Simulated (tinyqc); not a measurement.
Liquidus of a compound AB in a simple-solution melt, liquid-phase epitaxy and vapour pressures: one step, computed by the program tinyqc.

x is the atom fraction of B in the melt. The melt is a simple solution: R T ln gamma_B = W (1 - x)^2, R T ln gamma_A = W x^2, W = a + b T. The solid AB is stoichiometric.

Question. Slope of the liquidus. Liquidus (Vieland): f(x) = R T ln[4 x (1 - x)] + 2 W (1/2 - x)^2 + S_F (T_F - T) = 0. dx/dT = -(df/dT)/f', df/dT = R ln[4 x (1 - x)] + 2 b (1/2 - x)^2 - S_F, f' = (1 - 2x)[R T/(x (1 - x)) - 2 W]. Concentrations: C_L = x N_A/V_L in the melt, C_S = 4/a0^3 in the solid; m = dT/dC_L.

Inputs (values chosen for the exercise, for a model compound):

| quantity | value | unit |
|---|---|---|
| entropy of fusion S_F | 59.4 | J/(mol K) |
| interaction slope b | -15.3 | J/(mol K) |
| saturation temperature T | 1010 | K |
| molar volume of the melt V_L | 16.9 | cm^3/mol |
| lattice constant a0 | 5.869 | angstrom |

solubility x = 0.02013674

W = 6.447 kJ/mol

Constants: R = 8.314462618 J/(mol K); N_A = 6.02214076e+23 1/mol; k_B = 8.617333262e-05 eV/K.

Give: dx/dT; C_L; C_S; slope m; apparent heat of solution k_B T^2 d ln x/dT.

Answer.

dx/dT = 2.211e-04 1/K

C_L = 7.176e+20 1/cm^3

C_S = 1.979e+22 1/cm^3

slope m = 1.269e-19 K cm^3

apparent heat of solution k_B T^2 d ln x/dT = 0.9650 eV
